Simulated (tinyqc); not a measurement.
# Van der Pauw, Hall and four-point-probe measurements on a doped layer, step by step

Program tinyqc, `OMP_NUM_THREADS=1 python tinyqc.py 2850218 2850219 out.jsonl`; Intel Xeon 2.30GHz, shared host, one thread, about 0.01 s. Printed values are rounded.

A uniform n-type layer with sheet resistance Rs = 1/(q ns mu), point contacts, low field (mu B small).

Inputs (values chosen for the exercise):

| symbol | value | unit | meaning |
|---|---|---|---|
| ns | 6.7e12 | cm^-2 | sheet density of the layer |
| mu | 560 | cm^2/(V s) | drift mobility |
| rH | 0.8 |  | Hall factor |
| B | 1 | T | magnetic field |
| I | 100 | uA | current |
| ar | 1.18 |  | side ratio a/b of a rectangular sample with corner contacts |
| t | 36 | nm | thickness of the layer |

Constants: q = 1.602176634e-19 C. Results are converted to the units shown.

## Resistances and Hall voltage

Rs = 1/(q ns mu). For a rectangle with contacts at the corners, RA = (8 Rs/pi) sum_(k>=0) ln coth((2k + 1) pi a/(2 b)) with current along a short side b and voltage along the opposite one, RB the same with a and b exchanged; Hall voltage VH = rH B I/(q ns), negative for electrons.

Rs = 1663.52 ohm/square
RA = 208.153 ohm
RB = 595.071 ohm
VH = -7.45255 mV

RB/RA = 2.86; for a square both equal Rs ln 2/pi = 367 ohm.

## Starting value

z = 2 ln 2/(pi (RA + RB)), exact for RA = RB.

z at the start = 0.549375 mS

## Iteration 1: new z

The van der Pauw equation exp(-pi RA z) + exp(-pi RB z) = 1 is solved for z = 1/Rs: e1 = exp(-pi RA z), e2 = exp(-pi RB z), f = e1 + e2 - 1, f' = -pi (RA e1 + RB e2), z(new) = z - f/f'.

e1 = 0.698197
e2 = 0.358065
f = 0.0562623
f' = -1.12596 kohm
z after iteration 1 = 0.599343 mS

## Iteration 2: new z

As before.

e1 = 0.675752
e2 = 0.326131
f = 0.00188344
f' = -1.05159 kohm
z after iteration 2 = 0.601134 mS

## Iteration 3: new z

As before.

e1 = 0.674961
e2 = 0.325041
f = 2.28942e-6
f' = -1.04903 kohm
z after iteration 3 = 0.601137 mS

## Course of the iteration

Stop when the step is below 1e-10 mS, or after 40 iterations.

Course of the iteration:

| iteration | z before the step (mS) | step (mS) |
|---|---|---|
| 1 | 0.549375 | 0.0500 |
| 2 | 0.599343 | 1.79e-3 |
| 3 | 0.601134 | 2.18e-6 |
| 4 | 0.601137 | 3.23e-12 |

Converged in 4 iterations.

## Sheet density, mobility and bulk values

converged z = 0.601137 mS

Rs = 1/z; Hall sheet density B I/(q |VH|); Hall mobility |VH|/(Rs B I); true values ns = rH times the Hall density, mu = Hall mobility/rH; bulk density ns/t, resistivity Rs t; correction factor F = Rs/[(pi/ln 2)(RA + RB)/2].

Rs = 1663.52 ohm/square
Hall sheet density = 8.375e12 cm^-2
Hall mobility = 448 cm^2/(V s)
ns = 6.7e12 cm^-2
mu = 560 cm^2/(V s)
bulk density = 1.86111e18 cm^-3
resistivity = 0.00598865 ohm cm
F = 0.913894

Taking the mean of RA and RB without F would overstate Rs by 9.4 %.
